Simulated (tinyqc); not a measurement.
# Worked calculation: MOS capacitor on an n-type substrate, surface potential from the exact charge relation

Computed by the program tinyqc: `OMP_NUM_THREADS=1 python tinyqc.py 2060018 2060019 out.jsonl`, one thread of a shared Intel Xeon 2.30GHz, about 0.01 s for the whole run. Printed values are rounded.

Uniform n-type substrate, Boltzmann statistics, full ionisation, classical densities. psi is the surface potential against the body (positive when the bands bend down) and u = -psi/Vt. Traps are spread evenly over the gap and neutral at flat band, so their charge is -q Dit psi; the minority quasi-Fermi level is shifted by Vb.

Inputs (values chosen for the exercise); band and dielectric values close to those of silicon: temperature T = 273 K; band gap Eg = 1.11 eV; relative permittivity eps_r = 11.6; conduction-band density of states at T Nc = 2.46e19 cm^-3; valence-band density of states at T Nv = 2.34e19 cm^-3; electron affinity chi = 4.05 eV; donor density of the substrate N = 1.1e15 cm^-3; relative permittivity of the gate insulator (close to silicon dioxide) eox = 3.9; insulator thickness tox = 3.3 nm; gate work function phiM = 4.49 eV; fixed charge at the interface, in units of q Nf = 6.1e10 cm^-2; density of interface traps Dit = 0 cm^-2 eV^-1; reverse bias of the inversion layer against the body Vb = 0 V; gate voltage against the body Vg = -0.76 V.

Constants: q = 1.602176634e-19 C, kB = 1.380649e-23 J/K, Vt = kB T/q, eps0 = 8.8541878128e-14 F/cm where lengths are in cm. Results are converted to the units shown.

## Flat band, threshold and scales

ni = sqrt(Nc Nv) exp(-Eg/(2 Vt)), Eg in volts; phiF = Vt ln(N/ni); Cox = eps0 eox/tox; Vfb = phiM - chi - Vt ln(Nc/N) - q Nf/Cox; Q0 = sqrt(2 eps0 eps_r q N Vt); r = (ni/N)^2 exp(-Vb/Vt); VT = Vfb - [(2 phiF + Vb)(1 + q Dit/Cox) + sqrt(2 eps0 eps_r q N (2 phiF + Vb))/Cox].

ni = 1.36261e9 cm^-3
phiF = 0.319978 V
Cox = 1.04640 uF/cm^2
Vfb = 0.195050 V
Q0 = 2.91835 nC/cm^2
r = 1.53447e-12
VT = -0.459452 V

## Starting value

psi = -Vt (just off flat band).

psi at the start = -0.0235253 V

## Iteration 1: Newton step for the surface potential

u = -psi/Vt; F^2 = exp(-u) + u - 1 + r (exp(u) - u - 1); Qs = +sign(u) Q0 F; Cs = -dQs/dpsi = (Q0/Vt) |1 - exp(-u) + r (exp(u) - 1)|/(2 F). f = Vfb + psi + (q Dit psi - Qs)/Cox - Vg, f' = 1 + (Cs + q Dit)/Cox, psi(new) = psi - f/f'.

u = 1
F = 0.606531
Qs = 1.77007 nC/cm^2
Cs = 0.0646427 uF/cm^2
f = 0.929833 V
f' = 1.06178
psi after iteration 1 = -0.899259 V

## Iteration 2: Newton step for the surface potential

As before.

u = 38.2251
F = 247.512
Qs = 722.326 nC/cm^2
Cs = 15.3430 uF/cm^2
f = -0.634503 V
f' = 15.6626
psi after iteration 2 = -0.858748 V

## Course of the Newton iteration

Stop when the step is below 1e-10 V, or after 60 iterations.

Course of the iteration:
```
iteration  psi before the step (V)      f (V)  step (V)
1                       -0.0235253      0.930    -0.876
2                        -0.899259     -0.635    0.0405
3                        -0.858748     -0.196    0.0272
4                        -0.831505    -0.0408   9.14e-3
5                        -0.822362   -2.91e-3   7.58e-4
6                        -0.821604   -1.75e-5   4.60e-6
7                        -0.821599  -6.38e-10  1.68e-10
8                        -0.821599    < 1e-13   < 1e-13
```

Converged in 8 iterations.

## Charges, field and capacitances at the solution

converged psi = -0.821599 V

u = -psi/Vt; F^2 = exp(-u) + u - 1 + r (exp(u) - u - 1); Qs = +sign(u) Q0 F; Cs = -dQs/dpsi = (Q0/Vt) |1 - exp(-u) + r (exp(u) - 1)|/(2 F). Low frequency: 1/C_LF = 1/Cox + 1/(Cs + q Dit). High frequency, in the simple estimate in which traps and minority carriers do not follow: 1/C_HF = 1/Cox + 1/Cd, Cd being Cs with r = 0 at the same psi. Minority sheet density N_inv = (Q0/(2 q)) int_0^u r (exp(t) - 1)/F(t) dt for u > 0. Oxide field |Qs - q Dit psi + q Nf|/(eps0 eox).

Qs = 139.643 nC/cm^2
N_inv = 7.70605e11 cm^-2
oxide field = 0.432697 MV/cm
Cs = 2.92525 uF/cm^2
C_LF/Cox = 0.736532
C_HF/Cox = 0.0100745

The surface is in strong inversion (borders at |psi| = 0, phiF + Vb and 2 phiF + Vb = 0.640 V). Minority carriers make up 88.4 % of Qs.
